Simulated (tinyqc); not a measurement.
Finite-size error of a charged defect in a periodic cell: Madelung and Makov-Payne terms. Inputs raised by 10 %, one at a time. Computed by tinyqc, a small Python program. Command: `OMP_NUM_THREADS=1 python tinyqc.py 3014708 3014709 out.jsonl imagecharge sens`. One thread of a shared host (Intel(R) Xeon(R) Processor @ 2.30GHz), about 0.2 s of CPU time with the checks.

L is the cube root of the cell volume. The defect charge is a Gaussian, rho(r) = q (2 pi sigma^2)^(-3/2) exp(-r^2/2 sigma^2), repeated periodically in a uniform neutralising background and screened by a continuum. The model cell energy is E(L) = E_0 + [periodic - isolated electrostatic energy].

Inputs (values chosen for the exercise, for a model uniaxial host): charge q = -2 e; cell length L = 17.3 angstrom; dielectric constant eps_xy = 8.39; dielectric constant eps_z = 11.1; axis ratio c/a = 1.29; width sigma of the defect charge = 0.94 angstrom; formation energy of the isolated defect E_0 = 4.145 eV.

Supercell lattice: hexagonal. Screening: uniaxial.

Constants: e^2/(4 pi eps_0) = 14.39964548 eV angstrom.

Method:
- Cell vectors: (1,0,0), (-1/2,sqrt(3)/2,0), (0,0,c/a), scaled to volume L^3.
- Ewald sum for a unit point charge: scale each Cartesian component of the cell by 1/sqrt(eps_i), giving R', G' and V'; E = [ (1/2) sum erfc(eta R')/R' + (2 pi/V') sum exp(-G'^2/4 eta^2)/G'^2 - eta/sqrt(pi) - pi/(2 V' eta^2) ] e^2/(4 pi eps_0) / sqrt(eps_x eps_y eps_z), over n_i = -6..6, omitting n = (0,0,0), eta = 2/V'^(1/3). alpha = -2 E eps_g L/(e^2/(4 pi eps_0)), eps_g = (eps_x eps_y eps_z)^(1/3).
- Periodic energy of the Gaussian: (2 pi q^2/V) sum_(G != 0) exp(-sigma^2 G^2)/(G.eps.G) x e^2/(4 pi eps_0), n_i = -k..k with k = max(9, L/sigma rounded up). Isolated energy: q^2/(2 sqrt(pi) sigma) <1/(n.eps.n)> e^2/(4 pi eps_0), the mean over directions n (64 Gauss-Legendre points in cos(theta)).

Runs; columns: (1) input moved; (2) from; (3) to; (4) point-charge correction -q^2 E (eV); (5) finite-size error (eV); (6) Madelung constant alpha; (7) isolated energy (eV):
```
(1)                                           (2)    (3)      (4)       (5)     (6)     (7)
base run                                        -      -  0.51080  -0.50372  2.8262  1.8735
cell length L (angstrom)                     17.3  19.03  0.46436  -0.45905  2.8262  1.8735
dielectric constant eps_xy                   8.39  9.229  0.47593  -0.46937  2.8060  1.7598
dielectric constant eps_z                    11.1  12.21  0.49752  -0.49063  2.8416  1.8124
width sigma of the defect charge (angstrom)  0.94  1.034  0.51080  -0.50224  2.8262  1.7031
axis ratio c/a                               1.29  1.419  0.50259  -0.49535  2.7808  1.8735
```

Exponents ln(y'/y) / ln(x'/x):
```
input                             point-charge correction -q^2 E  finite-size error  Madelung constant alpha  isolated energy
cell length L                                             -1.000             -0.974                    0.000            0.000
dielectric constant eps_xy                                -0.742             -0.741                   -0.075           -0.656
dielectric constant eps_z                                 -0.276             -0.276                    0.057           -0.348
width sigma of the defect charge                           0.000             -0.031                    0.000           -1.000
axis ratio c/a                                            -0.170             -0.176                   -0.170            0.000
```

Which inputs matter most for each result?

Among the inputs moved here: point-charge correction -q^2 E answers most in size to cell length L (exponent -1.000), next to dielectric constant eps_xy (-0.742); its exponent is below 0.0005 for width sigma of the defect charge. Its exponent -1.000 in cell length L: the Madelung term goes as 1/L. finite-size error answers most in size to cell length L (exponent -0.974), next to dielectric constant eps_xy (-0.741). Its exponent -0.974 in cell length L: the Madelung term rules in large cells. Madelung constant alpha answers most in size to axis ratio c/a (exponent -0.170), next to dielectric constant eps_xy (-0.075); its exponent is below 0.0005 for cell length L, width sigma of the defect charge. Isolated energy answers most in size to width sigma of the defect charge (exponent -1.000), next to dielectric constant eps_xy (-0.656); its exponent is below 0.0005 for cell length L, axis ratio c/a. Its exponent -1.000 in width sigma of the defect charge: the self-energy goes as 1/sigma.
